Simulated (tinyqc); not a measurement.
Worked calculation: interface roughness in a thin film (subband fluctuation and scattering). Values are carried at full precision from step to step, so a last printed digit may differ when a step is redone from the rounded ones.

Square well of width t, barriers V0, c = hbar^2/2m0: E1 solves k t + 2 atan[(k/mz)/(kappa/mb)] = pi, k = sqrt(mz E/c), kappa = sqrt(mb (V0 - E)/c). One interface is rough, so the subband edge fluctuates by G dt with G = |dE1/dt| (central difference of 0.01 angstrom; 2 E1/t for hard walls).

Constants: hbar^2/2m0 = 3.80998211 eV angstrom^2; e^2/(4 pi eps0) = 14.39964547 eV angstrom; hbar = 6.58211957e-16 eV s.

Inputs chosen for the exercise (near those of a thin Si channel on (100), two-fold valleys; shifted at random, so the results belong to these values and not to a real crystal): t = 26 angstrom (film thickness); mz = 0.904 m0 (confinement mass); V0 = 3.03 eV (barrier); mb = 0.48 m0 (barrier mass); D = 1.3 angstrom (rms height of the roughness); md = 0.193 m0 (mass in the plane); gv = 2 (valleys); Lc = 20 angstrom (correlation length); Ns = 5 x 1e12/cm^2 (sheet density); eps = 7.9 (mean dielectric constant at the channel); Lg = 300 angstrom (gate length); Wg = 150 angstrom (gate width).

## Sensitivity of the level to thickness

Give E1, G, the hard-wall values and the rms fluctuation G D.

E1 = 54.10 meV
G = |dE1/dt| = 3.8992 meV/angstrom

hard walls: E1 (meV) and G (meV/angstrom): 61.533  4.733

G D = 5.07 meV

Hard walls overstate G by a factor 1.21, and the scattering rate, which goes as G^2, by 1.47.

## The angular integrand

Gaussian roughness spectrum S(q) = pi D^2 Lc^2 exp(-q^2 Lc^2/4). Degenerate gas, taken to fill one subband (the second starts to fill once c kF^2/md exceeds E2 - E1, which is not tested here): kF = sqrt(2 pi Ns/gv), q = 2 kF sin(theta/2), 1/tau = (md/(2 pi c hbar)) G^2 times the integral from 0 to pi of S(q)(1 - cos theta)/eps(q)^2 dtheta, eps(q) = 1 + qs/q with screening (qs = gv md q0/(c eps), q0 = e^2/(4 pi eps0), form factors left out, which overstates the screening; other scattering is left out too, so these values lie far above measured mobilities in all but the thinnest films) or 1 without; mobility = tau c2/md with c2 = e/m0 = 1.75882e15 cm^2/(V s^2); 1e12/cm^2 = 1e-4/angstrom^2.

kF, qs, and exp(-q^2 Lc^2/4)(1 - cos theta) without and with the factor 1/eps^2 at theta = 30, 60, ..., 180 degrees.

kF = 0.03963 1/angstrom
qs = 0.1847 1/angstrom

Integrand:
```
theta  q (1/angstrom)   bare  eps(q)  screened
30             0.0205  0.128   10.00   0.00128
60             0.0396  0.427    5.66    0.0133
90             0.0560  0.730    4.29    0.0396
120            0.0686  0.936    3.69    0.0688
150            0.0766   1.04    3.41    0.0892
180            0.0793   1.07    3.33    0.0962
```

kF Lc = 0.79: the roughness is short-ranged for these electrons, and back-scattering dominates.

## Scattering time and mobility

Integrate over theta.

Results:
```
case      integral   tau (fs)  mobility (cm^2/(V s))
bare         1.987       1273              1.160e+04
screened    0.1363  1.855e+04              1.691e+05
```

Screening raises the mobility by a factor 14.6. With it kF l = 1.75e+03, so by this rate the carriers are far from localisation. Phonons, and the gate field that presses carriers to the wall, limit real channels far below this value.

## Threshold variation

Averaged over an area A = Lg Wg much larger than Lc^2, the thickness varies by D sqrt(pi Lc^2/A), so sigma(Vt) = G D Lc sqrt(pi/A)/e; the Pelgrom coefficient is sigma sqrt(A) (1 micrometre = 1e4 angstrom).

rms of the mean thickness = 0.217 angstrom
sigma(Vt) = 0.847 mV
coefficient = 0.0180 mV micrometre

The electrostatic effect of the thickness is left out.

## Checks

- G from the envelope at the wall, psi(t/2)^2 (E1 + c mz (kappa/mb)^2), against the difference quotient, meV/angstrom: both 3.899.
- Bare integral for Lc -> 0 against pi: both 3.1416.

Computed by tinyqc, a small Python program: `OMP_NUM_THREADS=1 python tinyqc.py 1250802 1250803 out.jsonl` (the numbers bound the seed that draws the inputs); one thread of a shared host (Intel(R) Xeon(R) Processor @ 2.30GHz), about 0.01 s for the whole set of steps.
